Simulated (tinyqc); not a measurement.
Hydrogen passivation and dissociation of interface defects with a spread of activation energies: one step, computed by the program tinyqc. Command: `OMP_NUM_THREADS=1 python tinyqc.py 3010473 3010474 out.jsonl passivation walk`. One thread of a shared host (Intel(R) Xeon(R) Processor @ 2.30GHz), about 0.01 s of CPU time with the checks.

Active defects P react as P + H2 -> HP + H and HP -> P + H; released atomic hydrogen is removed. All defects start active. Activation energies are normally distributed, independently for the two reactions.

Question. A five-point average. a = k_f0 [H2] exp(-E_f/k_B T), b = k_d0 exp(-E_d/k_B T); the active share of one kind of site is b/(a + b) + (a/(a + b)) exp(-(a + b) t). Gauss-Hermite nodes for a unit normal variable, z = 0, +/-1.355626, +/-2.856970 with weights 0.533333, 0.222076, 0.011257; E_f + s_f z is varied at the mean E_d.

Inputs (values chosen for the exercise, for a model interface):

| quantity | value | unit |
|---|---|---|
| mean passivation energy E_f | 1.45 | eV |
| spread s_f | 0.099 | eV |
| prefactor k_f0 | 8.7e-09 | cm^3/s |
| mean dissociation energy E_d | 2.86 | eV |
| prefactor k_d0 | 4.3e+12 | 1/s |
| dissolved hydrogen [H2] | 2.6e+17 | cm^-3 |
| anneal temperature T | 580 | K |
| anneal time t | 35 | s |

Ambient: hydrogen.

Constants: k_B = 8.617333262e-05 eV/K.

Give: Nodes; active share, five points.

Answer.

Nodes:

| z | weight | energy (eV) | rate (1/s) | active share |
|---|---|---|---|---|
| -2.856970 | 0.011257 | 1.167 | 1.632e-01 | 3.306e-03 |
| -1.355626 | 0.222076 | 1.316 | 8.341e-03 | 7.468e-01 |
| 0.000000 | 0.533333 | 1.450 | 5.689e-04 | 9.803e-01 |
| 1.355626 | 0.222076 | 1.584 | 3.880e-05 | 9.986e-01 |
| 2.856970 | 0.011257 | 1.733 | 1.983e-06 | 9.999e-01 |

active share, five points = 0.9217

Caution: the spread exceeds 1.3 k_B T, so the integrand is step-like and five points are a rough average.
